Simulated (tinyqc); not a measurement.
# Lifetime from the low-frequency admittance

Problem. At low frequency a p+-n diode with a base of width wb has C_diff/G = (tau/2)(1 - 2 x/sinh 2x), x = wb/sqrt(Dp tau). Find tau, x and the limit of C_diff/G for infinite lifetime, wb^2/(3 Dp).

Parameters, values chosen for the exercise:
```
symbol,value,unit,meaning
Dp,7.9,cm^2/s,hole diffusion coefficient
wb,18,um,width of the neutral base
```

G = 3.6279165 S/cm^2
C_diff = 0.29633593 uF/cm^2

Answer. The ratio rises steadily with tau from tau/2 (long base) towards wb^2/(3 Dp) (short base), so one lifetime matches as long as the ratio is below that limit.

tau = 3.000e-7 s
x = 1.169
limit of C_diff/G = 1.367e-7 s

Program tinyqc, `OMP_NUM_THREADS=1 python tinyqc.py 2890113 2890114 out.jsonl`; Intel Xeon 2.30GHz, shared host, one thread, about 0.01 s.
